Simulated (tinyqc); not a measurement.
A ladder of methods, and size consistency: correlation methods against full CI in the sto-6g basis, for BeH2, spin multiplicity 1. Computed by the program tinyqc with PySCF. 

Geometry (angstrom):

| atom | x | y | z |
|---|---|---|---|
| Be | 0.0000 | 0.0000 | 0.0000 |
| H | 0.0000 | 1.4720 | 0.0010 |
| H | 0.0000 | -1.4920 | 0.0010 |

RHF energy of one = -15.699518 hartree

All electrons correlated; +Q is the Davidson correction (1 - c0^2) E_corr. The last columns treat two copies 100 angstrom apart as one system. FCI is the lowest singlet.

Correlation energies (hartree):

| method | E_corr of one | share of FCI (%) | E_corr of two at 100 angstrom | two minus twice one (mhartree) |
|---|---|---|---|---|
| MP2 | -0.027517 | 63.9664 | -0.055035 | 0.0000 |
| CISD | -0.041847 | 97.2776 | -0.080925 | 2.7703 |
| CISD+Q | -0.043332 | 100.7282 | -0.086101 | 0.5624 |
| CCSD | -0.042467 | 98.7179 | -0.084934 | 0.0000 |
| CCSD(T) | -0.042753 | 99.3830 | -0.085506 | 0.0000 |
| FCI | -0.043019 | 100.0000 | - | - |

MP2 recovers 64 %, CISD 97.3 % and CCSD 98.7 % of the FCI value (c0^2 = 0.965 in CISD). MP2 and coupled cluster are size consistent, so their last column vanishes; CISD loses 2.77 mhartree, since a double excitation on each copy is a quadruple of the pair, and the Davidson correction leaves +0.56.
